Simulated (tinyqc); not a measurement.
# A chain with uneven site energies and dephasing by Buettiker voltage probes: two studies

Sites 1 to 6 form a chain with hopping -t. Lead L joins site 1 and lead R site 6, both semi-infinite chains with hopping -t and site energy 0. Every site carries a probe with self-energy -i Gamma_p/2 that draws no net current. Linear response at zero temperature: mu_L = 1, mu_R = 0 in units of the bias.

Values chosen for this exercise:
```
symbol,value,unit,meaning
t,1,eV,hopping (matrix element -t)
U,"[0.97, 0.4, -0.72, -0.07, -0.55, -0.55]",eV,site energies 1 to N
E,1.07,eV,Fermi energy
gp,0.47,eV,probe broadening Gamma_p
```

Constants: q = 1.602176634e-19 C, h = 6.62607015e-34 J s. Results are converted to the units shown.

Each table varies one quantity; the others keep the values above.

## Resistance against length

Sigma = t^2 g(E), g(x) = (x - i sqrt(4 t^2 - x^2))/(2 t^2) for |x| < 2 t and (x - sign(x) sqrt(x^2 - 4 t^2))/(2 t^2) otherwise; Gamma = -2 Im Sigma; G = (E - H - Sigma_L - Sigma_R + i Gamma_p/2)^(-1). With Gamma the broadening by one lead, T_RL = Gamma^2 |G_(last,1)|^2, T_pL = Gamma Gamma_p |G_(p,1)|^2, T_pR = Gamma Gamma_p |G_(p,last)|^2, T_pq = Gamma_p^2 |G_(p,q)|^2 for p != q. No current into probe p: W mu = T_pL with W_pp = T_pL + T_pR + sum_q T_pq and W_pq = -T_pq. Then T_eff = T_RL + sum_p T_pR mu_p, and the resistance is (h/2q^2)/T_eff. Without probes means Gamma_p = 0. The list U is repeated k times, each site with its probe.

Resistance against length:
```
k   sites  T without probes    T_eff  resistance (kohm)
1       6            0.6805   0.4235              30.48
2      12            0.3425   0.2302              56.06
3      18            0.1826   0.1575              81.97
4      24            0.1067   0.1200              107.6
6      36           0.04412  0.08131              158.7
8      48           0.02101  0.06149              209.9
12     72          0.005695  0.04134              312.2
16     96          0.001684  0.03114              414.5
```

What does the comparison show, and why?

The resistance rises from 30.5 to 414 kohm, by 4.26 kohm a site between k = 8 and 12 and 4.26 between 12 and 16: Ohm's law, R = R0 + rho N with the extrapolated intercept R0 = 5.28 kohm (h/2q^2 = 12.91 kohm). The intercept differs from h/2q^2, since the ends of the chain scatter differently from its bulk, so no mean free path is read from it.

## Coherent and dephased transmission against energy

With Gamma the broadening by one lead, T_RL = Gamma^2 |G_(6,1)|^2, T_pL = Gamma Gamma_p |G_(p,1)|^2, T_pR = Gamma Gamma_p |G_(p,6)|^2, T_pq = Gamma_p^2 |G_(p,q)|^2 for p != q.

Coherent and dephased transmission against energy:
```
E (eV)  T without probes    T_eff
-1.8              0.5328   0.2236
-1.5              0.2551   0.2449
-1.2              0.2550   0.2670
-0.9              0.3876   0.3327
-0.6              0.5886   0.4027
-0.3              0.7016   0.4433
0                 0.8077   0.4810
0.3               0.9282   0.5096
0.6               0.7738   0.4778
0.9               0.6124   0.4333
1.2               0.8618   0.4057
1.5               0.2570   0.2376
1.8              0.01711  0.07979
```

What does the table show?

Without probes T lies between 0.0171 and 0.928 in these rows, with them between 0.0798 and 0.510. The probes lower it in 11 rows and raise it in 2; the largest relative gain is at E = 1.8 eV, where the coherent value is 0.0171.

tinyqc, about 0.01 s, one thread, Intel Xeon 2.30GHz (shared host): `OMP_NUM_THREADS=1 python tinyqc.py 2700030 2700031 out.jsonl`
